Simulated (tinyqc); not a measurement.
# On-chip interconnect, size-dependent resistivity and RC delay: course in time

A rectangular line between two neighbours and two ground planes. Surface and grain-boundary scattering are added to the bulk resistivity as corrections; capacitances are parallel-plate values without fringing; inductance is ignored.

6 equal pi sections: series Rs = r Lw/6; node capacitances c Lw/6, halved at nodes 0 and 6, with Cl added to node 6; Rd feeds node 0. Elmore delay of node k: the sum, over the resistors on the path to k, of resistance times all capacitance downstream of it.

A 1 V step is applied behind Rd at t = 0. C dv/dt = -G v + b, with G the conductance matrix of the ladder (1/Rs between neighbours, 1/Rd added at node 0) and b = (1 V/Rd, 0, ...). Trapezoidal step: (C/dt + G/2) v(new) = (C/dt - G/2) v + b. The last column solves the same ladder exactly by its modes.

Parameters, values chosen for the exercise: driver resistance Rd = 5600 ohm; time step dt = 6.2 ps.

Rs = 1740.31 ohm
C, node 0 to 6 (fF): 0.263815  0.527629  0.527629  0.527629  0.527629  0.527629  0.331815

Voltages (V):
```
t (ps)  node 0  node 3  node 6  node 6, exact
6.200   0.7117  0.1465  0.0529         0.0637
12.40   0.4982  0.3482  0.2062         0.2192
18.60   0.7826  0.4460  0.3674         0.3609
24.80   0.6748  0.5566  0.4778         0.4781
31.00   0.8514  0.6367  0.5755         0.5739
37.20   0.7851  0.7018  0.6541         0.6521
43.40   0.9008  0.7599  0.7167         0.7160
49.60   0.8566  0.8006  0.7700         0.7681
55.80   0.9347  0.8406  0.8115         0.8107
62.00   0.9037  0.8671  0.8468         0.8454
68.20   0.9574  0.8940  0.8746         0.8738
74.40   0.9351  0.9115  0.8980         0.8970
```

What do the numbers show?

The far end of the ladder reaches 0.5 V at 26.11 ps, 0.739 of its Elmore delay (ln 2 = 0.693 for a single pole); the slowest mode has a time constant of 30.57 ps. The largest error of the trapezoidal steps at that node is 13 mV. Node 0 swings up and down from step to step: the trapezoidal rule does not damp modes much faster than dt, so these swings are numerical.

Range of the model: The metal width is under the mean free path, where the thick-limit surface term and the simple sum of corrections lose accuracy.

Program tinyqc, `OMP_NUM_THREADS=1 python tinyqc.py 2100062 2100063 out.jsonl`; Intel Xeon 2.30GHz, shared host, one thread, about 0.01 s.
